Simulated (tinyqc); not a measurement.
Inside a calculation. Method: sp3 tight binding, zinc-blende lattice. One step of it, computed by the program tinyqc.

Question. Bloch Hamiltonian at k. Slater-Koster rules over the four bonds with direction cosines (l, m, n): ss V_ss; s-px l V_sp; px-s -l V_sp; px-px l^2 V_pps + (1 - l^2) V_ppp; px-py l m (V_pps - V_ppp); each times exp(i k.d).

Parameters chosen for this model: zinc-blende lattice, anion at 0, cation at a/4 (1,1,1); V = eta hbar^2 / (m d^2), hbar^2/m = 7.619964 eV angstrom^2:
```
parameter          value      unit
a               3.900000  angstrom
d               1.688750  angstrom
Es anion      -15.930000        eV
Ep anion       -7.140000        eV
Es cation     -15.930000        eV
Ep cation      -7.140000        eV
eta ss         -1.410000
eta sp          1.430000
eta pp sigma    2.710000
eta pp pi      -0.630000
V ss           -3.767398        eV
V sp            3.820837        eV
V pp sigma      7.240886        eV
V pp pi        -1.683306        eV
```

k point k (2 pi / a): 0.040000  0.500000  -0.120000

Give: H(k) at k.

Answer.

H(k) at k (eV):
```
                   a s             a px             a py            a pz
a s           -15.9300           0.0000           0.0000          0.0000
a px            0.0000          -7.1400           0.0000          0.0000
a py            0.0000           0.0000          -7.1400          0.0000
a pz            0.0000           0.0000           0.0000         -7.1400
c s   -10.4464+0.1254i  -1.1668+0.3848i  -0.0734+6.1168i  0.3848-1.1668i
c px    1.1668-0.3848i   3.5809-0.0430i  -0.5189+1.5735i  0.0990-8.2485i
c py    0.0734-6.1168i  -0.5189+1.5735i   3.5809-0.0430i  1.5735-0.5189i
c pz   -0.3848+1.1668i   0.0990-8.2485i   1.5735-0.5189i  3.5809-0.0430i

                   c s             c px             c py             c pz
a s   -10.4464-0.1254i   1.1668+0.3848i   0.0734+6.1168i  -0.3848-1.1668i
a px   -1.1668-0.3848i   3.5809+0.0430i  -0.5189-1.5735i   0.0990+8.2485i
a py   -0.0734-6.1168i  -0.5189-1.5735i   3.5809+0.0430i   1.5735+0.5189i
a pz    0.3848+1.1668i   0.0990+8.2485i   1.5735+0.5189i   3.5809+0.0430i
c s           -15.9300           0.0000           0.0000           0.0000
c px            0.0000          -7.1400           0.0000           0.0000
c py            0.0000           0.0000          -7.1400           0.0000
c pz            0.0000           0.0000           0.0000          -7.1400
```
